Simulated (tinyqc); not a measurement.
Tunnelling through a gate dielectric with the two-band (Franz) dispersion, WKB transmission and Tsu-Esaki current: effect of temperature.

Electrons leave the emitter at x = 0. Energies E (motion across the layers) are in eV from the emitter Fermi level; the collector Fermi level lies at -V and offers states at every E. No charge in the dielectric and no image force: F1 = V/t1, U = phi1 - F1 x. With C = hbar^2/(2 m0), kappa = sqrt(m u (1 - u/Egx)/C), u = U - E where U > E and 0 elsewhere; T(E) = exp(-S), S = 2 times the integral of kappa over x.

Each layer adds (2/F) sqrt(m/C) [G(u at its left edge) - G(u at its right edge)] to S, with u = U - E (0 where negative) and G(u) = Egx^1.5 (th - sin(4 th)/4)/4, th = arcsin sqrt(u/Egx). J = J0 times the integral of T(E) N(E) dE, N = ln[(1 + exp(-E/Vt))/(1 + exp((-E - V)/Vt))], J0 = q^2 me m0 kB T/(2 pi^2 hbar^3) (times 1e-4 for A/cm^2 per eV), from E = -Ef to far above the barrier (T = 1 there), by quadrature converged to the digits shown.

Parameters, values chosen for the exercise; dielectric values close to those of silicon dioxide:
```
symbol  value  unit                                                        meaning
Ef        0.4    eV              Fermi energy of the emitter above its band bottom
me       0.63    m0                            emitter mass in the supply function
phi1     2.99    eV  barrier of layer 1 above the emitter Fermi level at zero bias
m1       0.51    m0                                     tunnelling mass of layer 1
t1        2.8    nm                                           thickness of layer 1
Egx       9.1    eV           gap parameter of the two-band dispersion, set freely
V         0.5     V                                  voltage across the dielectric
```

Constants: q = 1.602176634e-19 C, kB = 1.380649e-23 J/K, hbar = 1.054571817e-34 J s, m0 = 9.1093837015e-31 kg, Vt = kB T/q, hbar^2/(2 m0) = 0.0380998212 eV nm^2. Results are converted to the units shown.

Effect of temperature:

| T (K) | J (A/cm^2) | mean E of the current (eV) |
|---|---|---|
| 50 | 2.045e-4 | -0.2427 |
| 100 | 2.050e-4 | -0.2421 |
| 200 | 2.068e-4 | -0.2399 |
| 300 | 2.099e-4 | -0.2362 |
| 400 | 2.143e-4 | -0.2310 |
| 500 | 2.198e-4 | -0.2243 |
| 600 | 2.266e-4 | -0.2159 |
| 750 | 2.392e-4 | -0.2003 |

Between 50 and 300 K the current changes by a factor of 1.03, and between 300 and 750 K by 1.14; the mean energy of the current rises from -0.243 to -0.200 eV. The transmission grows by a factor e over d = 0.339 eV near E = 0, equal to kB T/q at 3930 K: far below that temperature the thermal tail adds little.

tinyqc, about 0.01 s, one thread, Intel Xeon 2.30GHz (shared host): `OMP_NUM_THREADS=1 python tinyqc.py 2540066 2540067 out.jsonl`
